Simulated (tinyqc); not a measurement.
Gain spectrum: optical gain and spontaneous emission in a bulk direct-gap semiconductor.

Parabolic bands, vertical transitions, no excitons. For each hole band j: mr = me mj/(me + mj); joint density of states J_j(E) = (mr/c)^(3/2) sqrt(E - Eg)/(2 pi^2), both spins, c = hbar^2/2m0; averaged matrix element |e.p|^2 = m0 Ep/6; alpha_j(E) = 4 pi^2 alpha_f c Ep J_j/(3 nr E) in 1/angstrom (alpha_f the fine-structure constant, listed as alpha among the constants), times 1e8 for 1/cm.

F_j(eta) = (1/Gamma(j + 1)) integral_0^infinity x^j dx/(1 + exp(x - eta)), which tends to exp(eta) for eta << 0.

Quasi-Fermi levels: n = Nc F_1/2(Fc/kT) and p = Nv F_1/2(Fv/kT), Fc counted up from the conduction edge and Fv down from the valence edge; Nc, Nv from N = 2 (m kB T/(4 pi c))^(3/2) with c = hbar^2/2m0, in 1/angstrom^3; times 1e24 for 1/cm^3, with me and (mhh^(3/2) + mlh^(3/2))^(2/3).

For band j the electron sits at Ee = (E - Eg) mr/me above its edge and the hole at Eh = (E - Eg) mr/mj; fe = 1/(1 + exp((Ee - Fc)/kT)), fh = 1/(1 + exp((Eh - Fv)/kT)); gain g = sum_j alpha_j (fe + fh - 1).

Constants: hbar^2/2m0 = 3.80998211 eV angstrom^2; fine-structure constant alpha = 0.007297352564; kB = 8.617333262e-05 eV/K.

Values chosen for the exercise (near those of InGaAs; shifted at random, so the results belong to these values and not to a real crystal):
```
symbol  value    unit    meaning
Eg      0.761    eV      direct gap
me      0.0411   m0      electron mass
mhh     0.47     m0      heavy-hole mass
mlh     0.0529   m0      light-hole mass
Ep      23.1     eV      Kane energy
nr      3.56             refractive index
T       400      K
n       1.8e+18  1/cm^3  injected density, n = p
```

At the density n.

Spectrum:
```
E - Eg (eV)  alpha, empty (1/cm)  fe, heavy  fh, heavy  g (1/cm)
0.005                       1622      0.969      0.126       152
0.010                       2279      0.964      0.125       198
0.020                       3182      0.954      0.123       231
0.030                       3848      0.941      0.120       217
0.045                       4625      0.914      0.116       127
0.060                       5243      0.877      0.113       -46
0.080                       5910      0.807      0.108      -423
0.100                       6454      0.710      0.104      -992
0.130                       7111      0.524      0.098     -2195
0.170                       7782      0.275      0.090     -4089
0.220                       8402      0.091      0.081     -6062
```

Fc + Fv = 0.0567 eV

What does the comparison show?

g is positive below E - Eg = 0.0567 eV; the largest value listed is 231 1/cm at 0.020 eV. At 0.220 eV above the gap g is -0.72 times the absorption of the empty crystal, whose limit is -1.

Run: tinyqc, `OMP_NUM_THREADS=1 python tinyqc.py 1651825 1651826 out.jsonl`; Intel(R) Xeon(R) Processor @ 2.30GHz, one thread, shared host; about 0.08 s of CPU time with all checks.
